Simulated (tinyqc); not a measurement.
What each parameter does: model-solid line-up of a strained alloy layer on a substrate.

All values of the alloy are linear in x but the gap, Eg(x) = (1 - x) Eg_A + x Eg_B - C x (1 - x), and the valence edge, Ev(x) = (1 - x) Ev_A + x Ev_B + fv C x (1 - x); Ec = Ev + Eg. Ev is the top of the unstrained valence band on a scale common to all materials. In the layer only the Gamma valley of the conduction band is followed, also where an X or L valley would lie lower.

Coherent growth on a (110) face: e_par = (a_s - a)/a, e_perp = -(C11 + 3 C12 - 2 C44)/(C11 + C12 + 2 C44) e_par; exx = eyy = (e_par + e_perp)/2, ezz = e_par, exy = (e_perp - e_par)/2, eyz = ezx = 0.

Strained edges: Ec + ac tr(e); the valence edges are Ev plus the levels of the 6 x 6 matrix of X, Y, Z times spin with -Dso/3 + l exx + m (eyy + ezz) on the diagonal (cyclic), n exy off it, l = av + 2 b, m = av - b, n = sqrt(3) d. Spin-orbit term (Dso/3) L.sigma on X, Y, Z with (L_k)_ij = -i epsilon_kij: <X+|H|Y+> = -i Dso/3, <X+|H|Z-> = Dso/3, <Y+|H|Z-> = -i Dso/3, <Z+|H|X-> = -Dso/3, <Z+|H|Y-> = i Dso/3, <X-|H|Y-> = i Dso/3, and their conjugates; + and - are the spin along z.

dEc = Ec(substrate) - Ec(layer), dEv = Ev(layer) - Ev(substrate); positive values confine the carrier in the layer. Type I: both of one sign; type II: opposite signs; type III: the gaps do not overlap.

Values chosen for the exercise (A near AlAs, B near GaAs, substrate near Ge; shifted at random, so the results belong to these values and not to a real crystal):

| symbol | value | unit | meaning |
|---|---|---|---|
| a | (5.664, 5.656) | angstrom | lattice constant of A, B |
| Eg | (3.084, 1.504) | eV | gap at Gamma to the s-like level of A, B |
| Dso | (0.283, 0.34) | eV | spin-orbit splitting of A, B |
| Ev | (-1.31, -0.8) | eV | top of the unstrained valence band of A, B |
| ac | (-5.57, -7.23) | eV | conduction deformation potential of A, B |
| av | (2.48, 1.18) | eV | valence hydrostatic potential of A, B |
| b | (-2.3, -1.97) | eV | tetragonal shear potential of A, B |
| d | (-3.37, -4.82) | eV | trigonal shear potential of A, B |
| C11 | (124.9, 120.4) | GPa | of A, B |
| C12 | (53.1, 57.4) | GPa | of A, B |
| C44 | (54.5, 60.6) | GPa | of A, B |
| C | 0.425 | eV | bowing of the gap |
| fv | 0.3 |  | share of the bowing taken by the valence edge |
| a_s | 5.658 | angstrom | substrate |
| Eg_s | 0.755 | eV | lowest gap of the substrate |
| Ev_s | -0.35 | eV | substrate valence edge |
| face | 110 |  | growth face |
| x | 0.04 |  | fraction of B |

Strained gap, valence splitting and offsets.

Results for these values:

| case | gap (eV) | splitting (meV) | dEc (eV) | dEv (eV) |
|---|---|---|---|---|
| base | 3.0124 | 6.6 | -1.3226 | -0.9348 |

What happens to each result for C = 0.525 eV, all else kept?

Answer: gap falls from 3.0124 to 3.0086; splitting does not change at the printed digits; dEc rises from -1.3226 to -1.3200; dEv rises from -0.9348 to -0.9336.

The same for each parameter in turn:

| case | gap (eV) | splitting (meV) | dEc (eV) | dEv (eV) |
|---|---|---|---|---|
| base | 3.0124 | 6.6 | -1.3226 | -0.9348 |
| x = 0.27 | 2.5790 | 4.7 | -1.0272 | -0.7968 |
| a_s = 5.678 angstrom | 2.9673 | 17.2 | -1.2950 | -0.9173 |
| C = 0.525 eV | 3.0086 | 6.6 | -1.3200 | -0.9336 |
| fv = 0.5 | 3.0124 | 6.6 | -1.3259 | -0.9315 |
| Ev_s = -0.3 eV | 3.0124 | 6.6 | -1.2726 | -0.9848 |
| d = (-3.875, -5.543) eV | 3.0121 | 7.3 | -1.3226 | -0.9344 |
| ac = (-6.406, -8.314) eV | 3.0136 | 6.6 | -1.3238 | -0.9348 |
| Dso = (0.325, 0.391) eV | 3.0124 | 6.6 | -1.3226 | -0.9348 |

(tinyqc, `OMP_NUM_THREADS=1 python tinyqc.py 1080836 1080837 out.jsonl`, Intel(R) Xeon(R) Processor @ 2.30GHz, 1 thread, shared host, about 0.04 s.)
